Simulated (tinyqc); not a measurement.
Rigid-ion and shell models of the dielectric response of an ionic crystal: one step, computed by the program tinyqc.

Charges +Z and -Z; 6 nearest neighbours, Madelung constant M = 1.747565, volume per ion pair Omega = 2.000000 d^3. Energy per pair U = -M Z^2 e2/d + 6 A exp(-d/rho), e2 = e^2/(4 pi eps_0). In the shell model the anion is a core of charge Y - Z and a massless shell of charge -Y, joined by the spring k; the repulsion acts on the shell. Each ion feels the Lorentz field E + (4 pi/3) P (Gaussian units).

Problem. As a gate dielectric. Capacitance per area eps_0 eps_s/t; equivalent oxide thickness EOT = t x 3.9/eps_s; the surface optical mode against silicon (eps = 11.7) lies at omega_TO sqrt[(eps_s + 11.7)/(eps_inf + 11.7)], and its squared coupling to channel electrons scales as g = hbar omega_SO [1/(11.7 + eps_inf) - 1/(11.7 + eps_s)], with hbar omega = h c x wavenumber.

Inputs (values chosen for the exercise, for a model crystal): film thickness t = 11 nm.

Structure: rock salt.

omega_TO = 247.8976 1/cm

eps_s = 5.678469

eps_inf = 2.557660

Constants: eps_0 = 8.8541878128e-12 F/m; 1 THz = 33.35640952 1/cm; h x 1 THz = 4.135667696 meV.

Give: capacitance per area; equivalent oxide thickness; surface optical mode; remote-phonon coupling g.

Solution.

capacitance per area = 4.571 fF/micrometre^2

equivalent oxide thickness = 7.555 nm

surface optical mode = 273.7 1/cm

remote-phonon coupling g = 0.4274 meV
